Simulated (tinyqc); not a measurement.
Parabolic quantum dot in a magnetic field (Fock-Darwin): sweeps and comparisons. A value that a table varies takes the place of the one given here.

Two dimensions, V = m w0^2 r^2/2, one valley. hbar wc = 2 muB B/m, W = sqrt(w0^2 + wc^2/4), E(n, l, s) = (2n + |l| + 1) hbar W - l hbar wc/2 + s gs muB B, n = 0, 1, ..., l = 0, +/-1, ..., s = +/-1/2; length lam = sqrt(2c/(m hbar W)), c = hbar^2/2m0.

Two electrons, first order in the Coulomb energy: the singlet (0,0)^2 has 2W + J0 and the lowest triplet (0,0)(0,1) has 3W - wc/2 + J0/2 - Ez, with J0 = sqrt(pi/2) q/(eps lam), q = e^2/(4 pi eps0), Ez = |gs| muB B.

Exact treatment: the centre of mass separates with energy W, and the relative motion obeys [-(2c/m) Laplacian + (2c/m) r^2/(2 lam^2)^2 + q/(eps r)] psi = e_l psi for angular number l, solved in 14 Gaussians r^l exp(-a r^2), a = 1.7^i/(4 lam^2), i = -3 to 10. E(S) = W + e_0, E(T) = W + e_1 - wc/2 - Ez.

Constants: muB = 5.788381798e-05 eV/T; hbar^2/2m0 = 3.80998211 eV angstrom^2; e^2/(4 pi eps0) = 14.39964547 eV angstrom.

Inputs chosen for the exercise (near those of a gate-defined dot in Si; the results hold for these values, not for the real material): m = 0.1884 m0 (mass); gs = 1.95 (g factor); w0 = 5.5 meV (confinement energy hbar w0); Bs = (0, 2.2, 4.5, 7.2, 11, 16, 23) T (fields); eps = 12 (dielectric constant); B = 2.46 T (magnetic field).

## Levels against field

Six orbital levels without the Zeeman term.

Levels (meV):
```
B (T)  (0,0)   (0,1)  (0,-1)   (0,2)   (1,0)   (0,3)
0      5.500  11.000  11.000  16.500  16.500  22.000
2.2    5.541  10.407  11.759  15.272  16.624  20.138
4.5    5.671   9.960  12.725  14.248  17.013  18.537
7.2    5.928   9.644  14.069  13.360  17.785  17.076
11     6.455   9.531  16.290  12.607  19.366  15.683
16     7.377   9.838  19.669  12.298  22.130  14.759
23     8.955  10.843  24.976  12.731  26.864  14.619
```

(0,2) crosses (0,-1) where W = 3 wc/2, that is wc = w0/sqrt(2), B = 6.33 T, and (0,3) crosses it at W = wc, B = 10.34 T. States with n = 0 and l >= 0 draw together into the lowest Landau level: their spacing W - wc/2 shrinks from 5.50 to 1.89 meV, while (0,-1) climbs to 16.02 meV above (0,0).

## Singlet against triplet in a field

For each field, first order and exact.

Energies (meV):
```
B (T)      J0  W - wc/2     Ez  E(T) - E(S), first order  exact
0      17.538     5.500  0.000                    -3.269   2.00
2.2    17.604     4.865  0.248                    -4.185   1.10
4.5    17.809     4.289  0.508                    -5.124   0.20
7.2    18.208     3.716  0.813                    -6.200  -0.81
11     19.000     3.076  1.242                    -7.666  -2.15
16     20.311     2.461  1.806                    -9.500  -3.78
23     22.378     1.888  2.596                   -11.897  -5.89
```

Exactly, the triplet drops below the singlet between 4.5 and 7.2 T. First order has the triplet lower even at zero field, which the exact solution forbids; with J0/W = 3.19 at zero field it misses the splitting there by 5.27 meV. From the first row to the last the orbital cost falls by 3.61 meV, the Coulomb gain J0/2 (half direct, half exchange) grows by 2.42 meV and the Zeeman gain by 2.60 meV. States of higher angular number, which take over at higher fields, in soft dots already within such a table, are left out.

## What each parameter does

The two modes W +/- wc/2, lam and the exact E(T) - E(S), with q = e^2/(4 pi eps0) and Ez = |gs| muB B. Each row changes one parameter from the base and keeps the others.

Results:
```
case           upper mode (meV)  lower mode (meV)  lam (angstrom)  E(T) - E(S) (meV)
base                      6.307             4.796            85.4               1.00
B = 1.48 T                5.973             5.064            85.6               1.39
w0 = 6.88 meV             7.677             6.166            76.4               1.67
m = 0.2167 m0             6.196             4.882            79.7               1.00
gs = 2.92                 6.307             4.796            85.4               0.86
eps = 10.2                6.307             4.796            85.4               0.80
```

The largest shifts from the base row, up to three for each result and ties (the steps differ in size, so this ranks the rows, not the parameters). upper mode (meV): w0 +1.370, B -0.334, m -0.111; unchanged at the printed digits by gs and eps. lower mode (meV): w0 +1.370, B +0.268, m +0.086; unchanged at the printed digits by gs and eps. lam (angstrom): w0 -8.9, m -5.7, B +0.3; unchanged at the printed digits by gs and eps. E(T) - E(S) (meV): w0 +0.68, B +0.40, eps -0.20; unchanged at the printed digits by m.

tinyqc: `OMP_NUM_THREADS=1 python tinyqc.py 1280820 1280821 out.jsonl`; about 0.1 s, one thread, shared Intel(R) Xeon(R) Processor @ 2.30GHz.
